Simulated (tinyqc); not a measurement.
Modulation-doped quantum well, Poisson-Schroedinger loop: one step of the calculation.

A well of width L centred at z = 0 between barriers Vb; effective-mass electrons, parabolic bands. The electrons come from donor sheets outside the mesh, a share fL of Ns on the left and the rest on the right, so the structure is neutral. Energies are counted from the band edge of the well, with U = 0 on the first node in the Hartree part.

Problem. Density, output potential and mixing. n_i = sum_k N_k |psi_k|^2 (converted to cm^-3). Hartree part by Gauss: on the interval after node i the enclosed sheet charge is S_i = fL Ns - hz sum_(j<=i) n_j, and U_(i+1) = U_i + q S_i hz/(eps0 eps_r) in eV, U_1 = 0. Mixing: U(new) = U + a (U(out) - U).

Parameters, values chosen for the exercise; material values close to those of In0.53Ga0.47As in InP: relative permittivity (all layers) eps_r = 14; sheet density of electrons Ns = 2.2e12 cm^-2; share of the donors on the left side fL = 0.5; mixing factor a = 1.

Constants: q = 1.602176634e-19 C, eps0 = 8.8541878128e-14 F/cm where lengths are in cm. Results are converted to the units shown.

columns A: node; B: z (nm); C: self-consistent potential U at the start (eV); D: |psi|^2 of E1 (1/nm); E: |psi|^2 of E2 (1/nm); F: |psi|^2 of E3 (1/nm)
```
A       B  C            D            E            F
1   -30.8  0  0.000000004  0.000000015  0.000000036
2   -26.4  0  0.000000583  0.000002161  0.000004477
3     -22  0  0.000087746  0.000301235  0.000544785
4   -17.6  0  0.007888125  0.025113144  0.039801489
5   -13.2  0  0.018297291  0.041564226  0.031754317
6    -8.8  0  0.029334710  0.034545486  0.001041783
7    -4.4  0  0.037656740  0.012110096  0.018554644
8       0  0  0.040742329  0.000000000  0.043869665
9     4.4  0  0.037656740  0.012110096  0.018554644
10    8.8  0  0.029334710  0.034545486  0.001041783
11   13.2  0  0.018297291  0.041564226  0.031754317
12   17.6  0  0.007888125  0.025113144  0.039801489
13     22  0  0.000087746  0.000301235  0.000544785
14   26.4  0  0.000000583  0.000002161  0.000004477
15   30.8  0  0.000000004  0.000000015  0.000000036
```

N_k (cm^-2): E1 9.5905985e11, E2 7.7004502e11, E3 4.7089513e11

Find: n; U(out); U after round 1.

Solution.

```
node  n (1e17 cm^-3)  U(out) (eV)  U after round 1 (eV)
1              0.000       0.0000                0.0000
2              0.000       0.0626                0.0626
3              0.057       0.1251                0.1251
4              4.565       0.1875                0.1875
5              6.451       0.2385                0.2385
6              5.523       0.2734                0.2734
7              5.418       0.2944                0.2944
8              5.973       0.3019                0.3019
9              5.418       0.2944                0.2944
10             5.523       0.2734                0.2734
11             6.451       0.2385                0.2385
12             4.565       0.1875                0.1875
13             0.057       0.1251                0.1251
14             0.000       0.0626                0.0626
15             0.000       0.0000                0.0000
```

Program tinyqc, `OMP_NUM_THREADS=1 python tinyqc.py 2140014 2140015 out.jsonl`; Intel Xeon 2.30GHz, shared host, one thread, about 0.3 s.
